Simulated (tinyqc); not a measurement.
# Double-gate transistor, scale length and short-channel effects: what changes with what

A body of thickness ts between two insulators of thickness ti and two tied gates. Below threshold the potential that source and drain add obeys Laplace's equation and vanishes on the gate. Its lowest mode decays along the channel as exp(-k y); k is the smallest positive root of the matching condition at the interface, and the scale length is Lambda = pi/k.

Values chosen for this exercise; permittivities: semiconductor made up, insulator close to that of aluminium oxide:

| symbol | value | unit | meaning |
|---|---|---|---|
| T | 300 | K | temperature |
| eps_r | 14.2 |  | relative permittivity of the semiconductor |
| ei | 8.76 |  | relative permittivity of the insulator |
| ti | 2.1 | nm | insulator thickness |
| ts | 10.8 | nm | body thickness |
| L | 33 | nm | channel length |
| Vbi | 0.89 | V | potential of the source |
| sT | 0.43 | V | potential of the barrier top at threshold |
| Vds | 1 | V | drain voltage |

Constants: q = 1.602176634e-19 C, kB = 1.380649e-23 J/K, Vt = kB T/q. Results are converted to the units shown.

Each table varies one quantity; the others keep the values above.

## Effect of the body thickness

k is the smallest positive root of f(k) = ei cos(k ti) cos(k ts/2) - eps_r sin(k ti) sin(k ts/2). Along the channel psi(y) = s + a exp(y/l) + b exp(-y/l) with psi(0) = Vbi, psi(L) = Vbi + Vds and l = 1/k = Lambda/pi; with A = Vbi - s, B = A + Vds, x = exp(-L/l): a = (B - A x) x/(1 - x^2), b = (A - B x)/(1 - x^2). The minimum is s + 2 sqrt(a b), at y = (l/2) ln(b/a). The long-channel potential follows the gate as s = sT + (Vg - VTL)/m, and the threshold VT is the gate voltage at which the minimum equals sT. Swing = m Vt ln 10/g at threshold, g = d(minimum)/ds = 1 - (b x + a)/((1 + x) sqrt(a b)). DIBL = [VT(0.05 V) - VT(Vds)]/(Vds - 0.05 V). sT and Vbi are held fixed; m = 1.

Result of one run:
```
ts (nm)  Lambda (nm)  L/Lambda  VT - VTL at Vds (mV)  DIBL (mV/V)  swing (mV/decade)
5.4           11.296    2.9214               -17.060       7.3800             60.969
```

What becomes of these results when the body thickness ts is changed from 5.4 to 6.7 nm, all else the same?

Result of the changed run:
```
ts (nm)  Lambda (nm)  L/Lambda  VT - VTL at Vds (mV)  DIBL (mV/V)  swing (mV/decade)
6.7           12.748    2.5886               -29.253       12.695             61.989
```

The whole series:
```
ts (nm)  Lambda (nm)  L/Lambda  VT - VTL at Vds (mV)  DIBL (mV/V)  swing (mV/decade)
4.3           10.027    3.2912               -9.4440       4.0768             60.327
5.4           11.296    2.9214               -17.060       7.3800             60.969
6.7           12.748    2.5886               -29.253       12.695             61.989
8.4           14.596    2.2609               -50.293       21.937             63.733
10            16.299    2.0247               -75.143       32.950             65.767
13            19.432    1.6982               -134.13       59.432             70.508
16            22.520    1.4654               -208.29       93.211             76.343
```

As ts goes from 4.3 to 16 nm, Lambda rises from 10.0 to 22.5 nm, DIBL rises from 4.08 to 93.2 mV/V and the swing rises from 60.3 to 76.3 mV a decade. On average Lambda goes as ts^(0.62). At ts = 16 nm L is under 1.5 Lambda, where higher modes, left out of the one-mode potential, count.

## Effect of the drain voltage

Same model as above.

The same in every row: Lambda (nm) = 17.14; L/Lambda = 1.925.

Effect of the drain voltage:
```
Vds (V)  VT - VTL at Vds (mV)  DIBL (mV/V)  swing (mV/decade)
0.2                    -59.25        48.23              66.01
0.35                   -65.78        45.87              66.15
0.5                    -71.79        43.94              66.32
0.65                   -77.39        42.30              66.49
0.8                    -82.68        40.89              66.67
0.95                   -87.71        39.66              66.86
1.1                    -92.50        38.56              67.04
```

As Vds goes from 0.2 to 1.1 V, Lambda stays at 17.1 nm, DIBL falls from 48.2 to 38.6 mV/V and the swing rises from 66.0 to 67.0 mV a decade.

## A higher permittivity at fixed equivalent oxide thickness

Same model as above.

The equivalent oxide thickness 3.9 ti/ei is held at 0.93 nm, so ti = 0.93 ei/3.9 nm.

Results:
```
ei   ti (nm)  Lambda (nm)  L/Lambda  DIBL (mV/V)  swing (mV/decade)
3.9   0.9300        16.89     1.954        37.36              66.57
5      1.192        16.93     1.950        37.62              66.62
7.5    1.788        17.04     1.937        38.47              66.77
10     2.385        17.19     1.919        39.70              66.99
20     4.769        18.36     1.798        49.46              68.74
25     5.962        19.31     1.709        58.22              70.30
35     8.346        21.96     1.503        86.49              75.20
```

Estimate the missing row, ei = 15.

Computed row:
```
ei  ti (nm)  Lambda (nm)  L/Lambda  DIBL (mV/V)  swing (mV/decade)
15    3.577        17.66     1.868        43.49              67.68
```

With this row back in the table: As ei goes from 3.9 to 35, Lambda rises from 16.9 to 22.0 nm, DIBL rises from 37.4 to 86.5 mV/V and the swing rises from 66.6 to 75.2 mV a decade. The ratio ei/ti is the same in every row, yet the insulator grows from 0.930 to 8.35 nm, and drain fields reach the channel sideways through it.

tinyqc, about 0.01 s, one thread, Intel Xeon 2.30GHz (shared host): `OMP_NUM_THREADS=1 python tinyqc.py 2420140 2420141 out.jsonl`
